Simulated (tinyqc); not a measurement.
From results back to parameters: Koster-Slater impurity in an sp3s* host.

Problem. In the Koster-Slater model a defect shifts the s level of its site by Vs and the p levels by Vp; an A1 level solves 1/Vs = G_s(E) and a T2 level 1/Vp = G_p(E), E from the top of the valence band. A defect has an A1 level at E = 2.0027 eV, one of the energies of the table, and a T2 level at 3.3378 eV.

G(E) of the host (1/eV):
```
E (eV)         G_s         G_p
0.0000  -0.0039153   0.0463455
0.6676  -0.0080746   0.0285574
1.3351  -0.0125727   0.0163237
2.0027  -0.0176420   0.0059861
2.6702  -0.0236174  -0.0037628
3.3378  -0.0310648  -0.0138571
4.0054  -0.0411114  -0.0254967
4.6729  -0.0566499  -0.0413594
5.3405  -0.0926583  -0.0759125
```

Find: Vs, Vp.

Solution. Read G_s and G_p at the two energies and invert them. Vs is attractive and pulls its level down from the conduction bands. Vp is attractive and pulls its level down from the conduction bands.

Vs, Vp (eV): -56.7  -72.2

Computed by tinyqc, a small Python program: `OMP_NUM_THREADS=1 python tinyqc.py 1481648 1481649 out.jsonl` (the numbers bound the seed that draws the inputs); one thread of a shared host (Intel(R) Xeon(R) Processor @ 2.30GHz), about 0.05 s for the whole set of steps.
